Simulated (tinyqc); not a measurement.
Worked calculation: estimate of lattice thermal conductivity from elastic moduli (Slack, Klemens and Cahill formulas). Computed by tinyqc, a small Python program that keeps every step. Command: `OMP_NUM_THREADS=1 python tinyqc.py 3028354 3028355 out.jsonl slack walk`. One thread of a shared host (Intel(R) Xeon(R) Processor @ 2.30GHz), about 0.01 s of CPU time with the checks. Intermediate numbers are printed to about 7 digits and carried at full precision; extremes and crossings named in words are read from the listed rows.

An isotropic solid.

Inputs (values chosen for the exercise, for a model crystal):
```
quantity                                value        unit
bulk modulus B                           23.1         GPa
shear modulus G                          17.8         GPa
volume per atom V                        29.1  angstrom^3
mean atomic mass M                        130           u
atoms per primitive cell n                  2           -
volume expansion coefficient alpha_V      122       ppm/K
temperature T                             900           K
disorder parameter Gamma              0.00095           -
grain size d                             7900          nm
```

Grueneisen parameter: from thermal expansion.

Constants: u = 1.6605390666e-27 kg; hbar = 1.054571817e-34 J s; k_B = 1.380649e-23 J/K; h = 6.62607015e-34 J s.

## Velocities, Poisson ratio and Debye temperature

rho = M/V; vL = sqrt((B + 4G/3)/rho), vT = sqrt(G/rho); v_m = [(vL^-3 + 2 vT^-3)/3]^(-1/3); Poisson ratio sigma = (3B - 2G)/(6B + 2G); Theta = hbar v_m (6 pi^2/V)^(1/3)/k_B.

density rho = 7418.216 kg/m^3

vL = 2512.626 m/s

vT = 1549.032 m/s

v_m = 1708.910 m/s

Poisson ratio sigma = 0.1934558

Debye temperature Theta = 165.4112 K

## Grueneisen parameter

gamma = alpha_V B V/(3 k_B), with the classical heat capacity 3 k_B per atom.

Grueneisen parameter gamma = 1.979978

## Conductivity of the perfect crystal

Slack, an estimate for T near or above Theta_a: kappa = A M Theta_a^3 delta n^(1/3)/(gamma^2 T) in W/(m K), with M in u, delta = V^(1/3) in angstrom, Theta_a = Theta n^(-1/3) and A = 2.43e-6/(1 - 0.514/gamma + 0.228/gamma^2).

acoustic Debye temperature Theta_a = 131.2869 K

A = 3.042978e-06

kappa of the perfect crystal = 0.9832217 W/(m K)

## Point defects and grains

High-temperature forms with the classical heat capacity. Klemens: kappa/kappa_0 = arctan(u)/u, u^2 = pi^2 Theta V Gamma kappa_0/(h v_m^2). Grains: 1/kappa_poly = 1/kappa + 1/(C v_m d/3), C = 3 k_B/(n V), the acoustic branches alone.

disorder scale u = 0.1514325

kappa with point defects = 0.9758077 W/(m K)

grain-boundary limit = 3202.630 W/(m K)

kappa of the polycrystal = 0.9755105 W/(m K)

For small u the loss is about u^2/3 = 0.008. Grains remove a further 0 %.

## Minimum conductivity

Cahill minimum: kappa_min = (pi/6)^(1/3) k_B V^(-2/3) sum over L, T, T of v (T/Theta_i)^2 int_0^(Theta_i/T) x^3 e^x/(e^x - 1)^2 dx, Theta_i = Theta v_i/v_m (64 Gauss-Legendre points). Its high-temperature limit is (1/2) (pi/6)^(1/3) k_B V^(-2/3) (vL + 2 vT).

kappa_min = 0.3293104 W/(m K)

its high-temperature limit = 0.3299694 W/(m K)

kappa_poly/kappa_min = 2.962283

## All estimates against temperature

The formulas are those given above.

Kappa (W/(m K)):
```
T (K)  perfect crystal  with point defects  polycrystal    minimum
200           4.424497            4.281085     4.275370  0.3171066
300           2.949665            2.884686     2.882090  0.3241293
400           2.212249            2.175337     2.173860  0.3266593
550           1.608908            1.589225     1.588437  0.3282105
750           1.179866            1.169219     1.168792  0.3290212
1000          0.884899            0.878886     0.878645  0.3294354
1300          0.680692            0.677124     0.676981  0.3296532
1700          0.520529            0.518438     0.518354  0.3297844
```

The perfect crystal follows 1/T. With point defects the exponent runs from -0.97 to -1.00 (the strong-disorder limit is -1/2), and with grains from -0.97 to -1.00. At the highest T it is still 1.6 times the minimum.

Checks made by the program: arctan(u)/u against the Debye integral of 1/(1 + u^2 y^2) (relative difference below 1e-10).
